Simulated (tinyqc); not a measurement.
Newton steps for the Fermi level: carrier statistics of a doped semiconductor with parabolic bands.

Parameters, chosen for this exercise (near those of GaP; the results hold for these values, not for the real material):

| symbol | value | unit | meaning |
|---|---|---|---|
| ND | 3.4e+14 | 1/cm^3 | donors |
| NA | 2e+14 | 1/cm^3 | acceptors |
| E_start | 1.942 | eV | first guess of EF |
| cap | 20 |  | iteration cap |

Eg = 2.283519 eV
kT = 0.0215433 eV
Nc = 1.99238e+19 1/cm^3
Nv = 1.40999e+19 1/cm^3

Boltzmann statistics and full ionisation: n = Nc exp((EF - Eg)/kT), p = Nv exp(-EF/kT). First run: Newton on f = p + ND - n - NA. Second run: Newton on ln(p + ND) - ln(n + NA). Stop when the step is below 1e-7 eV.

First run:

| step | EF (eV) | n (1/cm^3) | step taken (kT) |
|---|---|---|---|
| 1 | 1.94200 | 2.60e+12 | 52.887 |
| 2 | 3.08136 | 2.42e+35 | -1.000 |
| 3 | 3.05981 | 8.89e+34 | -1.000 |
| 4 | 3.03827 | 3.27e+34 | -1.000 |
| 5 | 3.01673 | 1.20e+34 | -1.000 |
| 6 | 2.99518 | 4.43e+33 | -1.000 |
| 7 | 2.97364 | 1.63e+33 | -1.000 |
| 8 | 2.95210 | 5.99e+32 | -1.000 |
| 9 | 2.93055 | 2.20e+32 | -1.000 |
| 10 | 2.90901 | 8.10e+31 | -1.000 |
| 11 | 2.88747 | 2.98e+31 | -1.000 |
| 12 | 2.86592 | 1.10e+31 | -1.000 |
| 13 | 2.84438 | 4.04e+30 | -1.000 |
| 14 | 2.82284 | 1.48e+30 | -1.000 |
| 15 | 2.80129 | 5.46e+29 | -1.000 |
| 16 | 2.77975 | 2.01e+29 | -1.000 |
| 17 | 2.75821 | 7.39e+28 | -1.000 |
| 18 | 2.73666 | 2.72e+28 | -1.000 |
| 19 | 2.71512 | 1.00e+28 | -1.000 |
| 20 | 2.69358 | 3.68e+27 | -1.000 |

Second run:

| step | EF (eV) | n (1/cm^3) | step taken (kT) |
|---|---|---|---|
| 1 | 1.94200 | 2.60e+12 | 40.373 |
| 2 | 2.81176 | 8.88e+29 | -35.498 |
| 3 | 2.04701 | 3.40e+14 | -0.735 |
| 4 | 2.03118 | 1.63e+14 | -0.146 |
| 5 | 2.02803 | 1.41e+14 | -0.006 |
| 6 | 2.02789 | 1.40e+14 | 0.000 |
| 7 | 2.02789 | 1.40e+14 | 0.000 |

Has the first run converged, and what does its course show?

No: the last step is still 1.00 kT. The first step jumps by 52.9 kT, far past the root, because the slope -(n + p)/kT is small at the start; after it n is far too large, the residual is a pure exponential, and Newton then retreats by one kT a step (19 such steps here). The rerun on the logarithm, which is close to linear in EF once n outweighs the compensating charge, converges in 7 steps to EF = 2.02789 eV.

Computed by tinyqc, a small Python program: `OMP_NUM_THREADS=1 python tinyqc.py 1650520 1650521 out.jsonl` (the numbers bound the seed that draws the inputs); one thread of a shared host (Intel(R) Xeon(R) Processor @ 2.30GHz), about 0.01 s for the whole set of steps.
